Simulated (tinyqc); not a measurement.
p-n heterojunction, non-linear Poisson equation by Newton steps, Boltzmann statistics: two steps of the calculation.

One dimension, material 1 (p-type) at x < 0 and material 2 (n-type) at x > 0. Band edges: Ec = -psi in material 1 and -psi + dEc in material 2, Ev = Ec - Eg. Flat quasi-Fermi levels: 0 for holes, +V for electrons. n = Nc F((EFn - Ec)/Vt), p = Nv F((Ev - EFp)/Vt), with F(eta) = exp(eta) (Boltzmann statistics); full ionisation, no interface charge, classical densities; the doping types are chosen for the exercise.

Inputs (values chosen for the exercise); band and dielectric values those of a made-up pair:

| symbol | value | unit | meaning |
|---|---|---|---|
| T | 250 | K | temperature |
| Eg1 | 0.787 | eV | band gap of material 1 |
| er1 | 15.7 |  | relative permittivity of material 1 |
| Nc1 | 1.6e17 | cm^-3 | conduction-band density of states of material 1 |
| Nv1 | 6.34e18 | cm^-3 | valence-band density of states of material 1 |
| Eg2 | 1.28 | eV | band gap of material 2 |
| er2 | 14.3 |  | relative permittivity of material 2 |
| Nc2 | 4.47e17 | cm^-3 | conduction-band density of states of material 2 |
| Nv2 | 8.52e18 | cm^-3 | valence-band density of states of material 2 |
| dEc | 0.65 | eV | conduction-band offset Ec2 - Ec1 |
| N1 | 1.7e16 | cm^-3 | acceptor density of material 1 |
| N2 | 7.2e15 | cm^-3 | donor density of material 2 |
| V | 0 | V | bias of side 1 against side 2 |

Constants: q = 1.602176634e-19 C, kB = 1.380649e-23 J/K, Vt = kB T/q, eps0 = 8.8541878128e-14 F/cm where lengths are in cm. Results are converted to the units shown.

Question 1. Densities, residual and Jacobian diagonal. n_i = Nc F(a_n), a_n = (V - Ec_i)/Vt; p_i = Nv F(a_p), a_p = (Ec_i - Eg)/Vt; rho_i = p_i - n_i + C_i with C = -N1 or +N2; g_i = (n_i + p_i)/Vt. Box widths w_i = (h_(i-1) + h_i)/2 in cm. Residual F_i = a_i (psi_(i+1) - psi_i) - a_(i-1) (psi_i - psi_(i-1)) + q rho_i w_i; Jacobian: a_(i-1) and a_i beside the diagonal, b_i = -a_(i-1) - a_i - q g_i w_i on it. The two end nodes are fixed.

```
node  x (nm)  psi at the start (V)  material
0       -515           -0.65943286         1
1       -376           -0.65569197         1
2       -261           -0.63781004         1
3       -167           -0.57260083         1
4      -89.4           -0.41319711         1
5        -26           -0.16963448         1
6         26            0.07126046         2
7        116            0.38563248         2
8        270            0.54218869         2
9        537            0.56074371         2
10       996            0.56105883         2
```

coupling a_i, interval 0 to 9 (F/cm^2): 1.0000773e-7  1.2087891e-7  1.4788378e-7  1.7913756e-7  2.1925986e-7  2.5485304e-7  1.4068321e-7  8.2217458e-8  4.7421306e-8  2.7584942e-8
psi_L = -0.65943286 V
psi_R = 0.56105883 V

Wanted: n; p; residual F; diagonal b.

Answer 1.

```
node  n (cm^-3)  p (cm^-3)
0          8138   1.700e16
1          9682   1.429e16
2       2.220e4   6.231e15
3       4.581e5   3.020e14
4       7.489e8   1.847e11
5      6.088e13    2.273e6
6       9.626e5    6.218e4
7      2.094e12    0.02859
8      2.999e15   1.996e-5
9      7.095e15   8.435e-6
10     7.200e15   8.313e-6
```

```
node  residual F (1e-8 C/cm^2)  diagonal b (F/cm^2)
1                       -0.373            -1.571e-6
2                       -1.055            -7.530e-7
3                       -0.404            -3.463e-7
4                        0.565            -3.984e-7
5                       -0.778            -4.767e-7
6                       -0.898            -3.955e-7
7                       -1.729            -2.231e-7
8                        0.218            -5.991e-7
9                       -0.026            -1.991e-6
```

Question 2. Check against the first integral. Exact first integral: on each side D^2/(2 eps0 er) = G, G = q [Vt (nI_j - nI_b) + Vt (pI_j - pI_b) - C (psi_j - psi_b)], with C = -N1 or +N2, b the neutral end of that side, and nI, pI the densities themselves. D is continuous, so er1 G1(psi_j) = er2 G2(psi_j) fixes psi_j. Ends from Nv1 F((-psi_L - Eg1)/Vt) = N1 and Nc2 F((V + psi_R - dEc)/Vt) = N2. D is counted positive when psi rises towards material 2.

Wanted: psi_j; D; psi_j - psi_L; psi_R - psi_j; Ec1 - EFn at the interface; Ec2 - EFn at the interface.

Answer 2.

psi_j = -0.31013 V
D = 49.819 nC/cm^2
psi_j - psi_L = 0.34931 V
psi_R - psi_j = 0.87119 V
Ec1 - EFn at the interface = 0.31013 eV
Ec2 - EFn at the interface = 0.96013 eV

Material 2 takes 71.4 % of the bending.

tinyqc, about 0.04 s, one thread, Intel Xeon 2.30GHz (shared host): `OMP_NUM_THREADS=1 python tinyqc.py 2040002 2040003 out.jsonl`
